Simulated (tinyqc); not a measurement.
Two-mode optical phonons of a ternary alloy from two coupled oscillators: one step, computed by the program tinyqc.

An alloy A(x)B(1-x)C has an A-C and a B-C bond oscillator. Each TO frequency moves linearly from the impurity mode (dilute end) to the TO of the pure crystal; each strength is proportional to the number of bonds.

Problem. The two oscillators. omega_1 = (impurity mode of A) + x (omega_TO,AC - impurity mode of A); omega_2 = (impurity mode of B) + (1 - x)(omega_TO,BC - impurity mode of B); eps_inf = x eps_AC + (1 - x) eps_BC; strengths W_1 = x eps_AC (omega_LO,AC^2 - omega_TO,AC^2), W_2 = (1 - x) eps_BC (omega_LO,BC^2 - omega_TO,BC^2).

Inputs (values chosen for the exercise, for a model alloy):
```
quantity                  value  unit
omega_TO of pure AC         427  1/cm
omega_LO of pure AC         460  1/cm
omega_TO of pure BC         352  1/cm
omega_LO of pure BC         387  1/cm
eps_inf of AC              8.65     -
eps_inf of BC              4.89     -
impurity mode of A in BC    400  1/cm
impurity mode of B in AC    345  1/cm
fraction x of A            0.46     -
```

Give: omega_1 (A-C, TO); omega_2 (B-C, TO); eps_inf; W_1; W_2.

Solution.

omega_1 (A-C, TO) = 412.42 1/cm

omega_2 (B-C, TO) = 348.78 1/cm

eps_inf = 6.6196

W_1 = 1.165e+05 1/cm^2

W_2 = 68299 1/cm^2
